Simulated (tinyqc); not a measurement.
# Tunnelling through a gate dielectric, WKB transmission and Tsu-Esaki current: a Fowler-Nordheim plot

Electrons leave the emitter at x = 0. Energies E (motion across the layers) are in eV from the emitter Fermi level; the collector Fermi level lies at -V and offers states at every E. No charge in the dielectric and no image force: F1 = V/t1, U = phi1 - F1 x. With C = hbar^2/(2 m0), kappa = sqrt(m (U - E)/C) where U > E and 0 elsewhere; T(E) = exp(-S), S = 2 times the integral of kappa over x.

The thickness is set to t1 = 4.8 nm and V = F t1. Each layer adds (2/F) sqrt(m/C) [G(u at its left edge) - G(u at its right edge)] to S, with u = U - E (0 where negative) and G(u) = (2/3) u^1.5. J = J0 times the integral of T(E) N(E) dE, N = ln[(1 + exp(-E/Vt))/(1 + exp((-E - V)/Vt))], J0 = q^2 me m0 kB T/(2 pi^2 hbar^3) (times 1e-4 for A/cm^2 per eV), from E = -Ef to far above the barrier (T = 1 there), by quadrature converged to the digits shown. The closed formula is J = A F^2 exp(-B/F), A = q^2 me/(16 pi^2 hbar m1 phi1) (A/V^2 with phi1 in volts), B = (4/3) sqrt(m1/C) phi1^1.5 (V/nm), C = hbar^2/(2 m0); it assumes zero temperature, a deep Fermi sea and S linear in E.

Parameters, values chosen for the exercise; dielectric values close to those of silicon nitride: temperature T = 400 K; Fermi energy of the emitter above its band bottom Ef = 0.1 eV; emitter mass in the supply function me = 1 m0; barrier of layer 1 above the emitter Fermi level at zero bias phi1 = 2.18 eV; tunnelling mass of layer 1 m1 = 0.51 m0.

Constants: q = 1.602176634e-19 C, kB = 1.380649e-23 J/K, hbar = 1.054571817e-34 J s, m0 = 9.1093837015e-31 kg, Vt = kB T/q, hbar^2/(2 m0) = 0.0380998212 eV nm^2. Results are converted to the units shown.

A Fowler-Nordheim plot:
```
F (V/nm)  J (A/cm^2)  J by the formula (A/cm^2)  ln(J/F^2), F in V/cm
0.6         3.439e-4                   2.152e-4                -39.19
0.71         0.01888                    0.01738                -35.52
0.83          0.4609                     0.5810                -32.64
0.94           4.275                      6.819                -30.66
1.06           28.90                      57.46                -28.99
1.17           118.6                      281.8                -27.77
1.29           421.7                       1194                -26.70
1.4             1117                       3659                -25.89
```

Read the table: what changes, and by how much?

The slope of ln(J/F^2) against 1/F between the end rows is -13.96 V/nm, against B = 15.70 V/nm; read as B it gives phi1 = 2.02 eV. The integrated current is 60 % above the formula in the first row and 0.31 times it in the last. The shortfall in the last row comes from the shallow Fermi sea, which cuts off supply that the formula counts. The excess in the first row is thermal: at 20 K it is gone. In 4 of the 8 rows the field exceeds 10 MV/cm (up to 14.0), more than most dielectrics sustain; the model ignores breakdown.

tinyqc, about 0.03 s, one thread, Intel Xeon 2.30GHz (shared host): `OMP_NUM_THREADS=1 python tinyqc.py 2540040 2540041 out.jsonl`
